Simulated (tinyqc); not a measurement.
Hydrogenic impurity: series, fields, screening, photoionisation and donor-acceptor pairs: one step, computed by the program tinyqc.

One isotropic, parabolic band. Effective units: Ry* and a*, in which H = -nabla^2 - 2/r.

Task: Effective units and the series. Ry* = Ry m/eps^2, a* = a_0 eps/m; level n is bound by Ry*/n^2; <r> = (3/2) a* in 1s; lines 1s -> np at Ry* (1 - 1/n^2); 1 THz = 4.135667696 meV.

Inputs (values chosen for the exercise, modelled on beta-Ga2O3): electron mass m = 0.291 m_0; dielectric constant eps = 10.6.

Parts treated: electric field and pairs.

Constants: Ry = 13.605693123 eV; a_0 = 0.529177210903 angstrom; h x 1 THz = 4.135667696 meV.

Give: Ry*; a*; <r> of 1s; Series.

Result:

Ry* = 35.24 meV

a* = 19.28 angstrom

<r> of 1s = 28.91 angstrom

Series:
```
n  binding (meV)  line from 1s (meV)  line (THz)
2          8.809               26.43       6.390
3          3.915               31.32       7.574
4          2.202               33.03       7.988
5          1.409               33.83       8.180
```
